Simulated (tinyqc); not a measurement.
# Single-electron transistor, orthodox theory and master equation: the Coulomb oscillation

A metal island with n extra electrons joins the left lead (voltage V) and the right lead (0 V) by tunnel junctions and couples to a gate. Cs = CL + CR + Cg. Adding electron n + 1 costs mu(n) = [q (n + 1/2) - CL V - Cg Vg]/Cs (in volts); the Fermi levels are -V (left) and 0 (right). A jump that gains the energy W has the rate G(W) = (W/q)/(R [1 - exp(-W/Vt)]), W in volts, Vt = kB T/q. Sequential tunnelling only; I > 0 flows from left to right.

Here V = 17 mV. Onto the island: from the left W = -V - mu(n), from the right W = -mu(n); off the island (n + 1 to n): to the left W = mu(n) + V, to the right W = mu(n). Steady state: p(n + 1)/p(n) = (sum of on rates)/(sum of off rates), normalised. I = q sum_n [p(n + 1) (off to left) - p(n) (on from left)]. Enough charge states are kept that the digits shown do not change.

Inputs (values chosen for the exercise):
- CL = 1.2 aF (capacitance of the left junction)
- CR = 1.2 aF (capacitance of the right junction)
- Cg = 1.5 aF (gate capacitance)
- RL = 230 kohm (resistance of the left junction)
- RR = 12000 kohm (resistance of the right junction)
- T = 10 K (temperature)

Constants: q = 1.602176634e-19 C, kB = 1.380649e-23 J/K, Vt = kB T/q. Results are converted to the units shown.

The Coulomb oscillation:
```
Vg (mV)    I (nA)  mean n
0        7.721e-5   0.000
10.7     2.875e-6   0.000
21.4     1.588e-4   0.000
32       0.007896   0.000
42.7       0.1276   0.002
53.4       0.4330   0.008
64.1       0.7608   0.023
74.8        1.031   0.081
85.4       0.4293   0.706
96.1     0.007469   0.996
107      7.121e-5   1.000
117      2.663e-6   1.000
128      1.461e-4   1.000
139      0.008405   1.000
```

Read the table: what changes, and by how much?

I is largest, 1.03 nA, at Vg = 74.8 mV and smallest, 2.66e-6 nA, at 117 mV among the rows; the pattern repeats every q/Cg = 107 mV. At zero temperature current flows while mu(0) lies between -V and 0, for Vg from 39.8 to 84.0 mV; the mean n moves from 0.00 to 1.00 over the table.

Range of the model: Cotunnelling, which dominates deep in the blockade, is left out.

Numbers from tinyqc (`OMP_NUM_THREADS=1 python tinyqc.py 2780037 2780038 out.jsonl`; about 0.01 s on one thread of a shared Intel Xeon 2.30GHz).
